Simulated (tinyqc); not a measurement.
Worked calculation: Hueckel theory of the pi electrons, for the molecule C1=CC=CN=CC=C1 (SMILES; centres numbered as the heavy atoms are written). One step of it, computed by the program tinyqc.

Task: Orbitals. Diagonalise; E = alpha + x beta with beta < 0, so the largest x are filled first; degenerate levels share their electrons. P = sum n_i c_ri c_si; each orbital has its largest coefficient positive (the first on a tie).

Hueckel matrix in units of beta (H = alpha + beta A):
```
          1C        2C        3C        4C        5N        6C        7C        8C
1C  0.000000  1.000000  0.000000  0.000000  0.000000  0.000000  0.000000  1.000000
2C  1.000000  0.000000  1.000000  0.000000  0.000000  0.000000  0.000000  0.000000
3C  0.000000  1.000000  0.000000  1.000000  0.000000  0.000000  0.000000  0.000000
4C  0.000000  0.000000  1.000000  0.000000  1.000000  0.000000  0.000000  0.000000
5N  0.000000  0.000000  0.000000  1.000000  0.500000  1.000000  0.000000  0.000000
6C  0.000000  0.000000  0.000000  0.000000  1.000000  0.000000  1.000000  0.000000
7C  0.000000  0.000000  0.000000  0.000000  0.000000  1.000000  0.000000  1.000000
8C  1.000000  0.000000  0.000000  0.000000  0.000000  0.000000  1.000000  0.000000
```

pi electrons, sum of z_r less the charge = 8

Give: x values; occupations; coefficients; charge and bond-order matrix P.

Result:

x values: 2.0888  1.5399  1.4142  0.1226  0.0000  -1.2977  -1.4142  -1.9537

occupations: 2.0000  2.0000  2.0000  2.0000  0.0000  0.0000  0.0000  0.0000

coefficients:
```
       MO1      MO2      MO3      MO4      MO5      MO6      MO7      MO8
1C  0.2748   0.5278   0.0000   0.5009   0.0000   0.4849   0.0000   0.3998
2C  0.2870   0.4063   0.3536   0.0307   0.5000  -0.3146  -0.3536  -0.3906
3C  0.3247   0.0980   0.5000  -0.4971   0.0000  -0.0766   0.5000   0.3632
4C  0.3913  -0.2555   0.3536  -0.0917  -0.5000   0.4141  -0.3536  -0.3190
5N  0.4925  -0.4914   0.0000   0.4859   0.0000  -0.4607   0.0000   0.2600
6C  0.3913  -0.2555  -0.3536  -0.0917   0.5000   0.4141   0.3536  -0.3190
7C  0.3247   0.0980  -0.5000  -0.4971   0.0000  -0.0766  -0.5000   0.3632
8C  0.2870   0.4063  -0.3536   0.0307  -0.5000  -0.3146   0.3536  -0.3906
```

charge and bond-order matrix P:
```
         1C       2C       3C       4C       5N       6C       7C       8C
1C   1.2100   0.6175  -0.2161  -0.1465   0.2388  -0.1465  -0.2161   0.6175
2C   0.6175   0.7469   0.5891   0.2613  -0.0868  -0.2387  -0.1180   0.2469
3C  -0.2161   0.5891   1.2244   0.6488  -0.2595  -0.0583   0.2244  -0.1180
4C  -0.1465   0.2613   0.6488   0.7035   0.5474   0.2035  -0.0583  -0.2387
5N   0.2388  -0.0868  -0.2595   0.5474   1.4403   0.5474  -0.2595  -0.0868
6C  -0.1465  -0.2387  -0.0583   0.2035   0.5474   0.7035   0.6488   0.2613
7C  -0.2161  -0.1180   0.2244  -0.0583  -0.2595   0.6488   1.2244   0.5891
8C   0.6175   0.2469  -0.1180  -0.2387  -0.0868   0.2613   0.5891   0.7469
```
